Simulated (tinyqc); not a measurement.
Comparisons within one model: propagation of a band-gap error through k.p and effective-mass formulas. A value that a table varies takes the place of the one given here.

Chain, for a gap E (the reference Eg or another value), with Ep and Dso kept: 1/me = 1 + Ep (E + 2 Dso/3)/(E (E + Dso)); g* = 2 - 2 Ep Dso/(3 E (E + Dso)); g1(E) = g1 + (Ep/3)(1/E - 1/Eg), g2(E) = g2 + (Ep/6)(1/E - 1/Eg), light hole 1/(g1 + 2 g2), heavy hole 1/(g1 - 2 g2) along [100]; optical constant ei(E) = 1 + (ei - 1)(EP/(EP + E - Eg))^2, static e0(E) = ei(E) + e0 - ei.

Donor: R = Ry me/e0^2, a_B = a0 e0/me, Mott density (0.26/a_B)^3. Nc, Nv = 2 (m kT/(4 pi c))^(3/2), c = hbar^2/2m0, ni = sqrt(Nc Nv) exp(-E/2kT). Exciton: Ry mu/e0^2 with 1/mu = 1/me + g1(E). 1 angstrom^-3 = 1e24 cm^-3.

Constants: Ry = 13.60569312 eV; a0 (Bohr radius) = 0.5291772105 angstrom; kB = 8.617333262e-05 eV/K; hbar^2/2m0 = 3.80998211 eV angstrom^2.

Parameters, chosen for this exercise (reference values near those of InP, gap at low temperature; not measured data): Eg = 1.439 eV (gap at Gamma to the s-like level); Dso = 0.109 eV (spin-orbit splitting); Ep = 20.9 eV (Kane energy); g1 = 5.1 (Luttinger gamma1); g2 = 1.61 (gamma2); e0 = 12.4 (static dielectric constant); ei = 9.49 (optical dielectric constant); EP = 5.22 eV (mean (Penn) gap); mh = 0.47 m0 (density-of-states mass of the holes); T = 300 K (temperature); Eg2 = 0.806 eV (a wrong gap, of the size a semi-local functional can give).

## The size of the error

E = f Eg; ratios against f = 1.

Results:
```
f     E (eV)  me ratio  light-hole ratio  e0 ratio  donor ratio  Mott ratio      g*  log10 ni ratio
0.25   0.360     0.278             0.223     1.403        0.141     0.00778  -7.006            8.65
0.40   0.576     0.429             0.364     1.298        0.255      0.0361  -1.854            6.98
0.60   0.863     0.625             0.563     1.180        0.449       0.148   0.191            4.68
0.80   1.151     0.815             0.775     1.082        0.696       0.427   0.953            2.35
1.00   1.439     1.000             1.000     1.000        1.000        1.00   1.318            0.00
1.20   1.727     1.180             1.241     0.930        1.364        2.04   1.521           -2.36
1.50   2.159     1.442             1.634     0.844        2.024        4.99   1.690           -5.92
2.00   2.878     1.858             2.392     0.736        3.429        16.1   1.823          -11.89
```

Between f = 0.8 and 1.2 the mean powers d ln(ratio)/d ln f are 0.91 for me, 1.16 for the light hole, -0.37 for e0, 1.66 for the donor energy and 3.86 for the Mott density; ni moves by -0.82 decades per 0.1 eV, against -0.1 eV/(2 kT ln 10) = -0.84 from the exponential alone, the rest coming from Nc through me^(3/4). g* changes sign between f = 0.40 and 0.60; the place of this zero hangs on remote bands, which are left out.

## What each input does

All at E = Eg2. Each row changes one parameter from the base and keeps the others.

Results:
```
case            me (m0)  light hole (m0)     e0  donor (meV)  exciton (meV)  log10 ni
base             0.0386           0.0628  14.90        2.365          1.760    11.324
Eg2 = 0.742 eV   0.0358           0.0574  15.22        2.101          1.562    11.836
Dso = 0.1 eV     0.0385           0.0628  14.90        2.358          1.756    11.323
Ep = 19.228 eV   0.0418           0.0653  14.90        2.562          1.884    11.350
g1 = 5.508       0.0386           0.0612  14.90        2.365          1.739    11.324
EP = 5.638 eV    0.0386           0.0628  14.68        2.436          1.813    11.324
ei = 8.731       0.0386           0.0628  14.68        2.437          1.814    11.324
mh = 0.508 m0    0.0386           0.0628  14.90        2.365          1.760    11.349
T = 276 K        0.0386           0.0628  14.90        2.365          1.760    10.681
```

The largest shifts from the base row, up to three for each result and ties (the steps differ in size, so this ranks the rows, not the parameters). me (m0): Ep +0.0032, Eg2 -0.0028, Dso -0.0001; unchanged at the printed digits by g1, EP, ei, mh and T. light hole (m0): Eg2 -0.0054, Ep +0.0025, g1 -0.0016; unchanged at the printed digits by Dso, EP, ei, mh and T. e0: Eg2 +0.31, ei -0.22, EP -0.22; unchanged at the printed digits by Dso, Ep, g1, mh and T. donor (meV): Eg2 -0.264, Ep +0.197, ei +0.073; unchanged at the printed digits by g1, mh and T. exciton (meV): Eg2 -0.198, Ep +0.124, ei +0.054, EP +0.054; unchanged at the printed digits by mh and T. log10 ni: T -0.643, Eg2 +0.513, Ep +0.026; unchanged at the printed digits by g1, EP and ei.

Computed by tinyqc, a small Python program: `OMP_NUM_THREADS=1 python tinyqc.py 1850246 1850247 out.jsonl` (the numbers bound the seed that draws the inputs); one thread of a shared host (Intel(R) Xeon(R) Processor @ 2.30GHz), about 0.01 s for the whole set of steps.
